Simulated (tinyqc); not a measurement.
Levels against anisotropy: donor in an ellipsoidal valley (Kohn-Luttinger variational method). Computed by tinyqc, a small Python program. Command: `OMP_NUM_THREADS=1 python tinyqc.py 3025997 3025998 out.jsonl kohnlutt walk`. One thread of a shared host (Intel(R) Xeon(R) Processor @ 2.30GHz), about 0.03 s of CPU time with the checks.

H = -(d^2/dx^2 + d^2/dy^2) - gamma d^2/dz^2 - 2/r in units built on m_t, with gamma = m_t/m_l and z along the valley axis. One valley; no valley-orbit or central-cell term.

Inputs (values chosen for the exercise, modelled on silicon): transverse mass m_t = 0.193 m_0; longitudinal mass m_l = 0.915 m_0; dielectric constant eps = 11.8.

Constants: Ry = 13.605693123 eV; a_0 = 0.529177210903 angstrom.

Method:
- Ry* = Ry m_t/eps^2, a* = a_0 eps/m_t, gamma = m_t/m_l.
- Trial function exp(-sqrt((x^2 + y^2)/a^2 + z^2/b^2)) with beta = b/a < 1: E = t/a^2 - u/a, t = (2 + gamma/beta^2)/3, u = 2 arcsin(sqrt(1 - beta^2))/sqrt(1 - beta^2); the best a is 2 t/u and E(beta) = -u^2/(4 t).
- The trial energy is minimised over beta by golden section from 0.05 to 0.999, 60 steps.
- Gaussian basis: g = P exp(-al (x^2 + y^2) - be z^2) with P = 1 (s-like), z (2p0) or x (2p+-); al = 0.004 x 2.6^k, k = 0..11, and be/al = 1, gamma^(-1/2) or 1/gamma (36 functions); 1/r = (2/sqrt(pi)) int exp(-t^2 r^2) dt by 48 Gauss-Legendre points after t = sqrt(al_i + al_j) tan(theta); overlap eigenvalues below 1e-10 are dropped.

gamma = 0.210929

Binding energies (Ry*):
```
gamma,"1s, trial","1s, Gaussians",2p0,2p+-
0.053,2.0690,2.0801,1.0035,0.36680
0.110,1.8034,1.8085,0.7605,0.34431
0.210,1.5615,1.5636,0.5735,0.32059
0.320,1.4044,1.4053,0.4681,0.30325
0.360,1.3609,1.3616,0.4410,0.29816
0.600,1.1759,1.1761,0.3358,0.27488
0.860,1.0508,1.0508,0.2734,0.25748
```

What does the comparison show, and why?

As gamma falls from 0.86 to 0.053, 1s deepens from 1.051 to 2.080 Ry*, on the way from the hydrogen value 1 to the two-dimensional limit 4; 2p+- moves from 0.257 to 0.367 (limits 1/4 and 4/9), while 2p0 climbs from 0.273 to 1.004 and joins 1s as gamma tends to 0. Near gamma = 1 the trial function is almost exact and can pass the Gaussian basis, whose own error is about 3e-5 Ry*.

Extremes, crossings and ranges named in words are read from the listed rows.
